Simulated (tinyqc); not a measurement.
MOSFET in the linear regime without short-channel effects, parameter extraction from computed curves: two steps of the calculation.

Inversion charge Q = Cox n Vt W0(exp((Vg - VT)/(n Vt))), W0 the Lambert function and n = nf; u = Q/Cox; mobility mu = mu0/(1 + th1 u + th2 u^2); channel resistance Rch = (L - dL)/(W mu Q); Id = Vd/(Rch + Rsd/W). Cox = eps0 eox/tox. Small Vd, no channel-length or drain effects.

Parameters, values chosen for the exercise; channel values of the order met in silicon transistors:
```
symbol  value        unit                                                                 meaning
T         400           K                                                             temperature
eox       3.9              relative permittivity of the gate insulator (close to silicon dioxide)
tox       1.2          nm                                                     insulator thickness
mu0       130  cm^2/(V s)                                                      low-field mobility
th1      0.23         1/V                                       first mobility attenuation factor
th2         0       1/V^2                                      second mobility attenuation factor
VT       0.41           V                                                       threshold voltage
nf       1.43                                                                         body factor
W         0.5          um                                                              gate width
L       0.068          um                                                       drawn gate length
dL      0.004          um                                             drawn less effective length
Rsd       310      ohm um                                            source plus drain resistance
Vd       0.05           V                                                           drain voltage
```

Constants: q = 1.602176634e-19 C, kB = 1.380649e-23 J/K, Vt = kB T/q, eps0 = 8.8541878128e-14 F/cm where lengths are in cm. Results are converted to the units shown.

Question 1. Transfer curve. u, mu, Rch and Id as defined.

Vg, point 0 to 9 (V): 0.25  0.33  0.41  0.49  0.57  0.65  0.73  0.81  0.89  0.97

Wanted: u; mu; Rch; Id.

Answer 1.

```
point      u (V)  mu (cm^2/(V s))  Rch (ohm)  Id (uA)
0      0.0018482           129.94   1.8521e5  0.26906
1      0.0082299           129.75      41655   1.1827
2       0.027955           129.17      12318   3.8644
3       0.065778           128.06     5280.5   8.4738
4        0.11728           126.59     2996.3   13.826
5        0.17699           124.92     2011.9   18.997
6        0.24164           123.16     1494.7   23.644
7        0.30945           121.36     1184.4   27.710
8        0.37940           119.57     980.54   31.239
9        0.45089           117.79     837.55   34.304
```

Question 2. The Y function. Y_i = Id_i/sqrt(gm_i). For Id = beta Vd x/(1 + th x), x = Vg - VT, Y = sqrt(beta Vd) x whatever th. Slope s from points 5 and 8; VT_Y = Vg - Y/s at point 8; beta = s^2/Vd; mobility beta L/(W Cox) with the drawn L; th* = (beta Vd x/Id - 1)/x at point 8.

```
point  Vg (V)     Id (uA)
0        0.25  0.26906416
1        0.33   1.1827439
2        0.41   3.8644490
3        0.49   8.4738243
4        0.57   13.826247
5        0.65   18.997330
6        0.73   23.644041
7        0.81   27.709794
8        0.89   31.239366
9        0.97   34.304047
```

gm, point 1 to 8 (uS): 22.471155  45.569252  62.261238  65.771912  61.361211  54.452901  47.470782  41.214076

Give: Y; s; VT_Y; beta; mobility from Y; th*.

Answer 2.

Y, point 1 to 8 (uA^0.5 V^0.5): 0.2495  0.5725  1.074  1.705  2.425  3.204  4.022  4.866
s = 10.17 uA^0.5 V^-0.5
VT_Y = 0.4115 V
beta = 2069 uA/V^2
mobility from Y = 97.77 cm^2/(V s)
th* = 1.221 1/V

The mobility from Y is 29 % below mu0 L/(L - dL) = 138 cm^2/(V s), which it should reach in deep inversion when th2 = 0.

tinyqc, about 0.01 s, one thread, Intel Xeon 2.30GHz (shared host): `OMP_NUM_THREADS=1 python tinyqc.py 2210059 2210060 out.jsonl`
